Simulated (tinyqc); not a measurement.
Worked calculation: sp3 tight binding, zinc-blende lattice. Computed by tinyqc, a small Python program that keeps every step. Command: `OMP_NUM_THREADS=1 python tinyqc.py 26435 26436 out.jsonl` (the two numbers bound the seeds that draw the settings). One thread of a shared host (Intel(R) Xeon(R) Processor @ 2.60GHz), about 0.01 s of CPU time with the checks.

## Bloch Hamiltonian at k

Parameters chosen for this model: zinc-blende lattice, anion at 0, cation at a/4 (1,1,1); V = eta hbar^2 / (m d^2), hbar^2/m = 7.619964 eV angstrom^2:
```
parameter          value      unit
a               5.110000  angstrom
d               2.212695  angstrom
Es anion      -14.700000        eV
Ep anion       -7.540000        eV
Es cation     -14.700000        eV
Ep cation      -7.540000        eV
eta ss         -1.400000
eta sp          1.840000
eta pp sigma    3.240000
eta pp pi      -0.810000
V ss           -2.178903        eV
V sp            2.863701        eV
V pp sigma      5.042604        eV
V pp pi        -1.260651        eV
```

k point k (2 pi / a): 0.1100  0.2600  -0.6600

Slater-Koster rules over the four bonds with direction cosines (l, m, n): ss V_ss; s-px l V_sp; px-s -l V_sp; px-px l^2 V_pps + (1 - l^2) V_ppp; px-py l m (V_pps - V_ppp); each times exp(i k.d).

H(k) at k (eV), lower triangle (Hermitian):
```
                  a s             a px             a py            a pz
a s          -14.7000
a px           0.0000          -7.5400
a py           0.0000           0.0000          -7.5400
a pz           0.0000           0.0000           0.0000         -7.5400
c s   -4.0111+0.5122i  -2.2271+0.5312i  -0.8982+1.3171i  0.2299-5.1465i
c px   2.2271-0.5312i   1.5471-0.1976i  -0.2921+6.5401i  1.1414-1.6738i
c py   0.8982-1.3171i  -0.2921+6.5401i   1.5471-0.1976i  2.8302-0.6750i
c pz  -0.2299+5.1465i   1.1414-1.6738i   2.8302-0.6750i  1.5471-0.1976i

           c s     c px     c py     c pz
c s   -14.7000
c px    0.0000  -7.5400
c py    0.0000   0.0000  -7.5400
c pz    0.0000   0.0000   0.0000  -7.5400
```

## Levels at k

Diagonalise the Hermitian matrix.

eigenvalues (eV): -20.9619  -16.6298  -15.0282  -14.3532  -4.6934  -3.0587  -0.4032  0.4882

weights |c|^2 of the basis functions:
```
      band 1  band 2  band 3  band 4  band 5  band 6  band 7  band 8
a s   0.4332  0.2052  0.0286  0.0371  0.2303  0.0551  0.0021  0.0085
a px  0.0029  0.1165  0.2711  0.0713  0.0717  0.0451  0.1973  0.2240
a py  0.0072  0.0907  0.1471  0.2491  0.0081  0.0108  0.2944  0.1927
a pz  0.0567  0.0876  0.0533  0.1426  0.1899  0.3890  0.0061  0.0748
c s   0.4332  0.2052  0.0286  0.0371  0.2303  0.0551  0.0021  0.0085
c px  0.0029  0.1165  0.2711  0.0713  0.0717  0.0451  0.1973  0.2240
c py  0.0072  0.0907  0.1471  0.2491  0.0081  0.0108  0.2944  0.1927
c pz  0.0567  0.0876  0.0533  0.1426  0.1899  0.3890  0.0061  0.0748
```

## Bloch Hamiltonian at L

k point L (2 pi / a): 0.5000  0.5000  0.5000

As before.

H(k) at L (eV), lower triangle (Hermitian):
```
                  a s             a px             a py             a pz
a s          -14.7000
a px           0.0000          -7.5400
a py           0.0000           0.0000          -7.5400
a pz           0.0000           0.0000           0.0000          -7.5400
c s   -3.0814-3.0814i   2.3382+2.3382i   2.3382+2.3382i   2.3382+2.3382i
c px  -2.3382-2.3382i   1.1886+1.1886i  -2.9714-2.9714i  -2.9714-2.9714i
c py  -2.3382-2.3382i  -2.9714-2.9714i   1.1886+1.1886i  -2.9714-2.9714i
c pz  -2.3382-2.3382i  -2.9714-2.9714i  -2.9714-2.9714i   1.1886+1.1886i

           c s     c px     c py     c pz
c s   -14.7000
c px    0.0000  -7.5400
c py    0.0000   0.0000  -7.5400
c pz    0.0000   0.0000   0.0000  -7.5400
```

## Levels at L

As before.

eigenvalues (eV): -20.7070  -18.3565  -13.4230  -13.4230  -6.2491  -1.6570  -1.6570  0.8327

## Bands along a path

The same steps at evenly spaced points between the labelled ones.

Bands along the path (eV):
```
k           band 1    band 2    band 3    band 4   band 5   band 6   band 7   band 8
L         -20.7070  -18.3565  -13.4230  -13.4230  -6.2491  -1.6570  -1.6570   0.8327
L-G 0.20  -21.2607  -17.5190  -13.2307  -13.2307  -6.1806  -1.8493  -1.8493   0.4803
L-G 0.40  -22.1165  -15.8292  -12.6934  -12.6934  -6.0094  -2.3866  -2.3866  -0.5248
L-G 0.60  -22.8161  -13.8273  -11.9394  -11.9394  -5.8324  -3.1406  -3.1406  -2.0042
L-G 0.80  -23.2624  -11.8821  -11.2179  -11.2179  -5.8151  -3.8621  -3.8621  -3.5204
G         -23.4156  -10.9017  -10.9017  -10.9017  -5.9844  -4.1783  -4.1783  -4.1783
G-X 0.20  -23.2104  -11.6591  -11.6591  -11.5499  -5.5982  -4.1214  -3.4209  -3.4209
G-X 0.40  -22.6009  -13.1791  -13.1791  -13.0549  -4.8537  -3.9704  -1.9009  -1.9009
G-X 0.60  -21.6072  -14.8970  -14.6206  -14.6206  -4.1961  -3.7797  -0.4594  -0.4594
G-X 0.80  -20.2671  -16.8119  -15.6002  -15.6002  -3.7737  -3.6273   0.5202   0.5202
X         -18.6402  -18.6402  -15.9443  -15.9443  -3.5998  -3.5998   0.8643   0.8643
X-W 0.20  -18.6402  -18.6402  -15.9443  -15.9443  -3.5998  -3.5998   0.8643   0.8643
X-W 0.40  -18.6402  -18.6402  -15.9443  -15.9443  -3.5998  -3.5998   0.8643   0.8643
X-W 0.60  -18.6402  -18.6402  -15.9443  -15.9443  -3.5998  -3.5998   0.8643   0.8643
X-W 0.80  -18.6402  -18.6402  -15.9443  -15.9443  -3.5998  -3.5998   0.8643   0.8643
W         -18.6402  -18.6402  -15.9443  -15.9443  -3.5998  -3.5998   0.8643   0.8643
```

With 4 band(s) filled, the highest filled level on these points lies at G and the lowest empty one at L: a gap of 4.6526 eV, indirect.
